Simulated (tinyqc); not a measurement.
Junctionless gate-all-around wire, depletion approximation: effect of the insulator thickness on the threshold.

A uniformly doped n-type wire of radius R under a surrounding gate; long channel. Below flat band a shell from radius rc to R is fully depleted and the neutral core, at channel potential V (0 at the source, Vd at the drain), carries the current with constant mobility; s = (rc/R)^2 is the share of the cross-section that conducts. The edge of the depleted shell is taken as abrupt, so there is no subthreshold current.

Cox = eps0 eox/(R ln(1 + tox/R)); A = q Nd R^2/(4 eps0 eps_r); B = q Nd R/(2 Cox); VT = Vfb - A - B. The flat-band conductance is G0 = q mu Nd pi R^2/L.

Inputs (values chosen for the exercise); material values close to those of gallium nitride:

| symbol | value | unit | meaning |
|---|---|---|---|
| eps_r | 9.61 |  | relative permittivity of the semiconductor |
| eox | 9 |  | relative permittivity of the gate insulator |
| R | 15 | nm | wire radius |
| Nd | 1.1e19 | cm^-3 | donor density |
| Vfb | 0.48 | V | flat-band voltage |
| mu | 61 | cm^2/(V s) | effective mobility in the wire |
| L | 0.1 | um | gate length |

Constants: q = 1.602176634e-19 C, eps0 = 8.8541878128e-14 F/cm where lengths are in cm. Results are converted to the units shown.

The same in every row: A (V) = 1.1651; G0 (uS) = 75.992.

Effect of the insulator thickness on the threshold:
```
tox (nm)  Cox (uF/cm^2)    B (V)    VT (V)
1.3              6.3918  0.20680  -0.89187
1.8              4.6877  0.28197  -0.96704
2.6              3.3235  0.39772   -1.0828
3.8              2.3527  0.56183   -1.2469
5.5              1.7007  0.77721   -1.4623
7.9              1.2557   1.0527   -1.7377
11              0.96583   1.3686   -2.0536
```

What does the comparison show?

As tox goes from 1.3 to 11 nm, VT falls from -0.892 to -2.05 V and G0 stays at 76.0 uS. A + B goes on average as tox^(0.29). The device is normally off (VT > 0) in 0 of the 7 rows. In every row the surface field at full depletion passes 1.5 MV/cm, where tunnelling or breakdown may set in.

Numbers from tinyqc (`OMP_NUM_THREADS=1 python tinyqc.py 2460112 2460113 out.jsonl`; about 0.01 s on one thread of a shared Intel Xeon 2.30GHz).
